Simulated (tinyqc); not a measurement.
Inside a calculation. Model: random telegraph noise from one oxide trap in a small MOSFET.

Computed by the program tinyqc: `OMP_NUM_THREADS=1 python tinyqc.py 2710136 2710137 out.jsonl`, one thread of a shared Intel Xeon 2.30GHz, about 0.01 s for the whole run. Printed values are rounded.

An acceptor-like trap exchanges electrons with the channel. Inversion charge Q = Cox u, u = n Vt W0(exp((Vg - VT)/(n Vt))), W0 the Lambert function, n = nf, Cox = eps0 eox/tox; linear regime Id = (W/L) mu Q Vd. Relative to threshold the surface potential rises by Vt ln(u/u0) and the oxide voltage by the rest of Vg - VT, with u0 = n Vt W0(1).

Parameters, values chosen for the exercise; values of the order met in silicon transistors: temperature T = 200 K; relative permittivity of the gate insulator (close to silicon dioxide) eox = 3.9; insulator thickness tox = 1.2 nm; depth of the trap from the channel interface xt = 0.58 nm; trap level above the channel Fermi level at threshold E0 = 0.34 eV; capture prefactor s0 = 4e-15 cm^2; capture barrier (lattice relaxation) EB = 0.31 eV; tunnelling decay length lt = 0.13 nm; thermal velocity vth = 1.6e7 cm/s; thickness of the inversion layer zi = 1.5 nm; threshold voltage VT = 0.36 V; body factor nf = 1.31; gate width W = 22 nm; gate length L = 33 nm; mobility mu = 110 cm^2/(V s); scattering coefficient of the charged trap asc = 0 V s; drain voltage Vd = 0.05 V; gate voltage Vg = 1 V.

Constants: q = 1.602176634e-19 C, kB = 1.380649e-23 J/K, Vt = kB T/q, eps0 = 8.8541878128e-14 F/cm where lengths are in cm. Results are converted to the units shown.

Range of the model: VT is taken as given; short-channel effects and the uneven flow of current among few electrons are left out.

## Trap level, time constants and occupancy

N = Cox u/q; dpsi = Vt ln(u/u0); E = E0 - dpsi - (xt/tox)(Vg - VT - dpsi); capture time tc = 1/[(N/zi) vth s0 exp(-xt/lt - EB/Vt)]; emission time te = tc exp(-E/Vt); occupancy te/(tc + te).

u = 0.567215 V
N = 1.01875e13 cm^-2
dpsi = 0.0653354 V
E = -0.00308998 eV
tc = 0.00129157 s
te = 0.00154520 s
occupancy = 0.544703

The trap lies 0.18 Vt below the Fermi level, so it is filled 54.5 % of the time.

## Step height

A = W L; threshold step dV = q (1 - xt/tox)/(Cox A); gm/Id = 1/(u + n Vt); relative step dI/I = (gm/Id) dV + asc mu/A. Id as defined.

electrons in the channel N A = 73.9616
dV = 3.96234 mV
gm/Id = 1.69551 1/V
number part of dI/I = 0.671820 %
dI/I = 0.671820 %
Id = 5.98482 uA
dI = 40.2072 nA

## Lorentzian spectrum

Spectrum S(f) = 4 dI^2/{(tc + te)[(1/tc + 1/te)^2 + (2 pi f)^2]}; corner fc = (1/tc + 1/te)/(2 pi); variance dI^2 tc te/(tc + te)^2. Give S at f = 0, at fc and at 10 fc.

fc = 226.225 Hz
S(0) = 1.12824e-18 A^2/Hz
S(fc) = 5.64120e-19 A^2/Hz
S(10 fc) = 1.11707e-20 A^2/Hz
rms current = 20.0231 nA

The rms value is 0.498 of the step; it reaches its largest share, 1/2, when tc = te.
